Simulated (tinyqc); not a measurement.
# Abrupt p-n junction, non-linear Poisson equation by Newton steps: what changes with what

One dimension, p side on the left, n side on the right; net doping C = -Na for x < 0 and +Nd for x > 0. The potential psi is counted from the intrinsic level, and the quasi-Fermi potentials are flat: 0 for holes and -V for electrons, so n = ni exp((psi + V)/Vt) and p = ni exp(-psi/Vt) (Boltzmann statistics, full ionisation, no current). Under reverse bias this makes the minority densities vanishingly small everywhere; they play no part in the charge.

Parameters, values chosen for the exercise; band and dielectric values close to those of indium phosphide: temperature T = 273 K; band gap Eg = 1.33 eV; relative permittivity eps_r = 12.6; conduction-band density of states at T Nc = 4.92e17 cm^-3; valence-band density of states at T Nv = 9.64e18 cm^-3; acceptor density of the p side Na = 4.9e16 cm^-3; donor density of the n side Nd = 3.8e17 cm^-3; bias of the p side against the n side V = -0.7 V.

Constants: q = 1.602176634e-19 C, kB = 1.380649e-23 J/K, Vt = kB T/q, eps0 = 8.8541878128e-14 F/cm where lengths are in cm. Results are converted to the units shown.

Each table varies one quantity; the others keep the values above.

## Capacitance and field against bias

The Poisson equation d/dx(eps0 eps_r dpsi/dx) = -q (p - n + C) is solved on a mesh of more than 1000 nodes that ends in neutral material (psi_p = -Vt ln(Na/ni), psi_n = Vt ln(Nd/ni) - V). C_j = q d/dV of the integral of p over x, from the linearised equation. ni = sqrt(Nc Nv) exp(-Eg/(2 Vt)), Eg in volts. Depletion approximation: Vbi = Vt ln(Na Nd/ni^2), W = sqrt(2 eps0 eps_r (Vbi - V)(1/Na + 1/Nd)/q), xp = W Nd/(Na + Nd), xn = W Na/(Na + Nd), peak field 2 (Vbi - V)/W, capacitance eps0 eps_r/W. The last column applies it to an abrupt Na-Nd junction.

Capacitance and field against bias:
```
V (V),peak |E| (kV/cm),C_j (nF/cm^2),1/C_j^2 (cm^4/uF^2),eps0 eps_r/C_j (nm),abrupt depletion C (nF/cm^2)
0.18,110.2,63.16,250.7,176.6,61.68
-0.18,128.9,53.95,343.5,206.8,53.02
-0.55,145.7,47.73,438.9,233.7,47.09
-0.91,160.4,43.37,531.7,257.3,42.88
-1.27,173.8,40.01,624.5,278.8,39.63
-1.64,186.6,37.27,719.9,299.3,36.96
-2,198.2,35.08,812.7,318.0,34.82
```

What does the comparison show?

With V going from 0.18 to -2 V, C_j falls from 63.2 to 35.1 nF/cm^2 and the peak field rises from 110 to 198 kV/cm. The slope of 1/C_j^2, read as N = 2/(q eps0 eps_r |slope|), gives 4.34e16 cm^-3 between the first two rows and 4.34e16 cm^-3 between the last two, against Na Nd/(Na + Nd) = 4.34e16 cm^-3; the slopes of all rows agree within 0.03 %, as for uniform doping at both edges. At the end C_j goes as (Vbi - V)^(-0.51) with Vbi = 1.20 V, and it is 0.74 % above the abrupt depletion formula (at the first row 2.4 % above it).

## Convergence with the mesh

Uniform meshes of N intervals over 544.3 nm, nodes at x_i = (i - j - 1/2) h, i = 0..N, so that the junction lies midway between nodes j and j + 1; end nodes fixed at psi_p and psi_n; box-integrated Poisson equation eps0 eps_r (psi_(i+1) - 2 psi_i + psi_(i-1))/h + q h (p - n + C) = 0. The peak field is the largest (psi_(i+1) - psi_i)/h; LD = sqrt(eps0 eps_r Vt/(q N)) of the heavier side. Errors are against E_j. Exact first integral for an abrupt junction with thick neutral sides: psi_p = -Vt ln(Na/ni), psi_n = Vt ln(Nd/ni) - V, psi_j = (Nd psi_n + Na psi_p - Vt (Nd - Na))/(Na + Nd) at the junction, n_j = ni exp((psi_j + V)/Vt), p_j = ni exp(-psi_j/Vt), and E_j^2 = (2 q/(eps0 eps_r)) [Nd (psi_n - psi_j - Vt) + Vt (n_j + p_j)] (minority densities of the neutral sides neglected).

Result of one run:
```
N,h (nm),h/LD,j,peak field (kV/cm),error (%)
20,27.215,4.1450,16,150.73,-0.818
```

What becomes of these results when the number of intervals N is changed from 20 to 80, all else the same?

Result of the changed run:
```
N,h (nm),h/LD,j,peak field (kV/cm),error (%)
80,6.8037,1.0363,67,151.87,-0.0643
```

The whole series:
```
N,h (nm),h/LD,j,peak field (kV/cm),error (%)
10,54.430,8.2901,8,142.93,-5.95
20,27.215,4.1450,16,150.73,-0.818
40,13.607,2.0725,33,151.57,-0.266
80,6.8037,1.0363,67,151.87,-0.0643
160,3.4019,0.51813,134,151.95,-0.0161
320,1.7009,0.25906,268,151.97,-4.02e-3
640,0.85047,0.12953,536,151.97,-1.01e-3
1280,0.42523,0.064766,1072,151.97,-2.51e-4
```

The error goes from -5.9 % at N = 10 to -2.5e-4 % at N = 1280. Over the last doubling it shrinks by a factor of 4.0, close to the 4 of a second-order scheme. It first drops below 1 % at N = 20, where h is 4.1 Debye lengths.

Computed by the program tinyqc: `OMP_NUM_THREADS=1 python tinyqc.py 2000148 2000149 out.jsonl`, one thread of a shared Intel Xeon 2.30GHz, about 0.02 s for the whole run.
